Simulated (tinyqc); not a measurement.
# Ballistic Schottky-barrier transistor with a two-dimensional channel, WKB contacts: ambipolar transfer curve

Source Fermi level 0, drain Fermi level -Vd. Far from the contacts Ec = pn - psi, and the gate moves psi one to one; the band edges relax as exp(-x/lam) from pn at the source and pn - Vd at the drain; Ev = Ec - Eg. A carrier of energy w inside the channel band meets at a contact a barrier of height D (the contact edge beyond the channel edge): T = 1 for w >= D, else exp(-S), S = 4 lam sqrt(m/C) [sqrt(D - w) - sqrt(w) arctan sqrt((D - w)/w)], C = hbar^2/(2 m0). The two contacts combine as Ts Td/(Ts + Td - Ts Td).

I/W = g (2 q^2/h) int T(w) [N(Es + w) - N(Ed + w)] dw with w the energy of motion along the channel, N(y) = (1/2 pi) sqrt(pi m kB T/C) Fm(-y/kB T), Fm(x) = (1/sqrt(pi)) int_0^infinity u^(-1/2)/(1 + exp(u - x)) du. Electrons: Ds = psi, Dd = psi - Vd, Es = Ec, Ed = Ec + Vd. Holes: Ds = -psi, Dd = Vd - psi, Es = -Ev, Ed = -Ev - Vd. The size of each current is taken; both flow from drain to source and add. The integrals are converged. Swing = d(psi)/d(log10 I).

Parameters, values chosen for the exercise; channel values close to those of a tungsten diselenide layer: temperature T = 300 K; band gap Eg = 1.4 eV; barrier for electrons at both contacts pn = 0.9 eV; electron mass mn = 0.34 m0; hole mass mp = 0.41 m0; valleys or subbands g = 2; screening length at the contacts lam = 3.3 nm; drain bias Vd = 0.5 V.

Constants: q = 1.602176634e-19 C, kB = 1.380649e-23 J/K, hbar = 1.054571817e-34 J s, h = 6.62607015e-34 J s, m0 = 9.1093837015e-31 kg, Vt = kB T/q, hbar^2/(2 m0) = 0.0380998212 eV nm^2. Results are converted to the units shown.

Result of one run:
```
ps (V)  electrons (uA/um)  holes (uA/um)  I (uA/um)  swing (mV/decade)
0               4.124e-13       0.002760   0.002760             -137.7
```

What becomes of these results when the band shift psi of the channel by the gate ps is changed from 0 to 1.05 V, all else the same?

Result of the changed run:
```
ps (V)  electrons (uA/um)  holes (uA/um)  I (uA/um)  swing (mV/decade)
1.05             6.021e-5      1.368e-15   6.021e-5              108.5
```

The whole series:
```
ps (V)  electrons (uA/um)  holes (uA/um)  I (uA/um)  swing (mV/decade)
-0.4            7.863e-20          1.138      1.138             -213.3
-0.27           1.201e-17         0.2281     0.2281             -164.2
-0.14           1.834e-15        0.03005    0.03005             -136.6
0               4.124e-13       0.002760   0.002760             -137.7
0.13            2.574e-12       3.461e-4   3.461e-4             -151.8
0.26            1.564e-11       5.397e-5   5.397e-5             -171.7
0.39            1.208e-10       1.043e-5   1.043e-5             -191.1
0.52             1.168e-9       1.096e-6   1.097e-6             -59.62
0.65             1.365e-8       7.174e-9   2.082e-8              -4521
0.79             2.296e-7      3.191e-11   2.297e-7              111.1
0.92             3.613e-6      2.089e-13   3.613e-6              106.5
1.05             6.021e-5      1.368e-15   6.021e-5              108.5
```

I goes from 1.14 through a minimum of 2.08e-8 (at ps = 0.65 V among the rows listed) to 6.02e-5 uA/um; the exact minimum lies at psi = 0.651 V. Holes carry the left branch and electrons the right. The ratio of the last row to the smallest is 2890 and of the first row 5.46e7, with barriers of 0.9 eV for electrons and 0.500 eV for holes. The steepest swing among the rows is 59.6 mV/decade, against the thermionic limit 59.5.

Range of the model: No scattering, image-force lowering, channel charge or band-to-band tunnelling; parabolic kappa overstates S deep in the gap.

Program tinyqc, `OMP_NUM_THREADS=1 python tinyqc.py 2390013 2390014 out.jsonl`; Intel Xeon 2.30GHz, shared host, one thread, about 0.4 s.
